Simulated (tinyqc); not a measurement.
From results back to parameters: defect, radiative and Auger recombination at equal electron and hole densities (ABC model).

Problem. The peak efficiency, the current at the peak and the differential lifetime there, tau_p = 1/(Ae + 2 B n_p + 3 C n_p^2), are given; Ae, B and C are hidden. n_p = sqrt(Ae/C), Q = B/sqrt(Ae C), IQE_max = Q/(Q + 2).

J/(e d) = Ae n + B n^2 + C n^3 with Ae = A + 4 S/w (four side walls, carriers spread evenly), e = 1.602176634e-19 C, lengths in cm; internal efficiency IQE = B n^2/(Ae n + B n^2 + C n^3); all injected carriers recombine in the layer.

Inputs chosen for the exercise (out of a larger set: orders of magnitude like those quoted for GaN; not measured data): d = 3.3 nm (active thickness).

IQE_max = 0.555468
J at the peak = 15.3247 A/cm^2
tau_p = 14.4329 ns

Find: Q; Ae; n_p; B; C.

Solution. Q = 2 IQE/(1 - IQE). At the peak B n = Q Ae and C n^2 = Ae, so 1/tau_p = Ae (4 + 2Q) and J = e d Ae n_p (2 + Q); B and C follow.

Q = 2.50
Ae = 7.70e+06 1/s
n_p = 8.37e+18 1/cm^3
B = 2.3e-12 cm^3/s
C = 1.1e-31 cm^6/s

Computed by tinyqc, a small Python program: `OMP_NUM_THREADS=1 python tinyqc.py 1681099 1681100 out.jsonl` (the numbers bound the seed that draws the inputs); one thread of a shared host (Intel(R) Xeon(R) Processor @ 2.30GHz), about 0.01 s for the whole set of steps.
